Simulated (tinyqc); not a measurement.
Bias-temperature instability from a Gaussian distribution of capture and emission barriers: one step, computed by the program tinyqc.

Each trap has a capture time tau_0 exp(E_c/(k_B T)) under stress and an emission time tau_0 exp(E_e/(k_B T)) after it. E_c is Gaussian, and E_e = E_c + d with d Gaussian and independent. A trap counts as filled once t_s exceeds its capture time and as emptied once t_r exceeds its emission time.

Problem. Recovery. Demarcation energies E_s = k_B T ln(t_s/tau_0), E_r = k_B T ln(t_r/tau_0); mean barrier mu = mu_c - k_F F; z = (E_s - mu)/sigma_c; Phi is the standard normal distribution. Temperatures in kelvin are T(C) + 273.15. Remaining shift dV = V_max int_(-infinity)^(E_s) g(E_c) [1 - Phi((E_r - E_c - delta)/sigma_d)] dE_c, g the Gaussian density of E_c (Gauss-Legendre, 120 points over 7 sigma_c below E_s).

Inputs (values chosen for the exercise, for a model p-channel transistor):
```
quantity                                      value  unit
shift with all traps filled V_max               110    mV
spread of capture barriers sigma_c             0.36    eV
mean of E_e - E_c at the stress field, delta  -0.26    eV
spread of E_e - E_c, sigma_d                   0.17    eV
time constant tau_0                           2e-09     s
temperature T                                    25     C
stress time t_s                                2000     s
recovery time t_r                             9e-06     s
```

mean barrier mu = 1.7675 eV

shift without recovery dV0 = 0.1818355 mV

Constants: k_B = 8.617333262e-05 eV/K.

Give: E_r; remaining shift dV; remaining share dV/dV0.

Solution.

E_r = 0.21612 eV

remaining shift dV = 0.13751 mV

remaining share dV/dV0 = 0.75625

A measurement delay of t_r hides 24 % of the shift.
